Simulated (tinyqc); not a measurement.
Born-von Karman spring model of a cubic crystal with one atom per cell: one step, computed by the program tinyqc. Command: `OMP_NUM_THREADS=1 python tinyqc.py 3013955 3013956 out.jsonl springs walk`. One thread of a shared host (Intel(R) Xeon(R) Processor @ 2.30GHz), about 0.2 s of CPU time with the checks.

First neighbours lie at a/2 (1,1,0) (12 of them), second at a (1,0,0) (6), with all permutations and signs; the volume per atom is Omega = a^3/4. Two shells of springs match a real metal only roughly, above all at the zone boundary.

Task: Frequencies at the zone boundary. A neighbour at R with unit vector n couples by the matrix K(R) = kL n n^T + kT (1 - n n^T), and D(q) = (1/M) sum_R K(R) [1 - cos(q.R)]. An eigenvalue lambda of D in eV/(angstrom^2 u) gives nu = 15.6333042 THz x sqrt(lambda).

Inputs (values chosen for the exercise, modelled on copper): atomic mass M = 63.55 u; radial spring k1L = 1.66 eV/angstrom^2; transverse spring k1T = -0.078 eV/angstrom^2; radial spring k2L = 0.023 eV/angstrom^2; transverse spring k2T = -0.011 eV/angstrom^2.

Lattice: fcc.

Constants: nu for 1 eV/(angstrom^2 u) = 15.6333042 THz.

Give: Frequencies (THz) at points given in 2 pi/a.

Result:

Frequencies (THz) at points given in 2 pi/a:
```
point               nu 1   nu 2   nu 3
X (1, 0, 0)        4.684  4.684  6.977
L (0.5, 0.5, 0.5)  3.128  3.128  7.063
W (1, 0.5, 0)      4.721  5.927  5.927
K (0.75, 0.75, 0)  4.268  5.620  6.386
```
